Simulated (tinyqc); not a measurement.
From binding energy back to electron mass m: donor or exciton in a quantum well (variational effective-mass method). Computed by tinyqc, a small Python program. Command: `OMP_NUM_THREADS=1 python tinyqc.py 3019918 3019919 out.jsonl welldonor inv`. One thread of a shared host (Intel(R) Xeon(R) Processor @ 2.30GHz), about 0.1 s of CPU time with the checks.

Electron and hole in their lowest subbands f(z) = cos(pi z/L); relative in-plane motion exp(-rho/lambda) (separable trial function), H = -nabla_rho^2 - 2/sqrt(rho^2 + (z_e - z_h)^2) in effective units. Mass and screening are the same in well and barrier; l = L/a* is the width in effective units. Bands are flat: no polarisation or applied field.

Inputs (values chosen for the exercise, modelled on CdTe): dielectric constant eps = 9.98; well width L = 3.8 nm; in-plane hole mass m_h = 0.327 m_0.

Centre: exciton. Barriers: infinite.

Constants: Ry = 13.605693123 eV; a_0 = 0.529177210903 angstrom.

Method:
- mu = m m_h/(m + m_h) takes the place of m; Ry* = Ry m/eps^2, a* = a_0 eps/m; l = L/a*.
- k = pi/l; f = cos(k z) inside and zero outside.
- Binding E_b(lambda) = -1/lambda^2 + (8/lambda^2) int_0^l P(z) g(z) dz, with P(z) = (2/l) [(1 - z/l)(1 + cos(2 pi z/l)/2) + (3/(4 pi)) sin(2 pi z/l)] the distribution of |z_e - z_h| and g(z) = int_z^infinity exp(-2 sqrt(r^2 - z^2)/lambda) dr = int_0^infinity exp(-2 rho/lambda) rho/sqrt(rho^2 + z^2) d rho; 40 Gauss-Legendre points in z and 40 in t with rho = lambda t/(1 - t).
- Golden-section search for the maximum over lambda from 0.3 to 4, 40 steps.

Question. A run gave the result below. Find the electron mass m, known to lie between 0.068 and 0.17 m_0.

binding energy = 27.13989 meV

Answer.

Each step takes the trial c = (a f_b - b f_a)/(f_b - f_a), f being the result less the target and a, b, c the logarithms of the listed values; c replaces end b, the old b replaces a if the sign of f changed, and otherwise f_a is halved.

Scan of the range:
```
electron mass m (m_0)  binding energy (meV)
0.0680                              21.0742
0.0792                              23.1000
0.0923                              25.2136
0.1080                              27.4496
0.1250                              29.5747
0.1460                              31.8595
0.1700                              34.1057
```

False position (Illinois rule, in the logarithm of the input) inside the bracket:
```
step     end a     end b     trial  binding energy (meV)
1     0.092300  0.108000  0.105675               27.1365
2     0.108000  0.105675  0.105700               27.1399
3     0.108000  0.105700  0.105700               27.1399
4     0.105700  0.105700  0.105700               27.1399
```

Binding energy rises at every point of a 13-point scan of the range (every second point is shown), so one value fits; it is bracketed by 0.0923 and 0.108. Answer: electron mass m = 0.1057 m_0.

Caution: so narrow a well has large confinement energy, where non-parabolicity and barrier penetration matter.
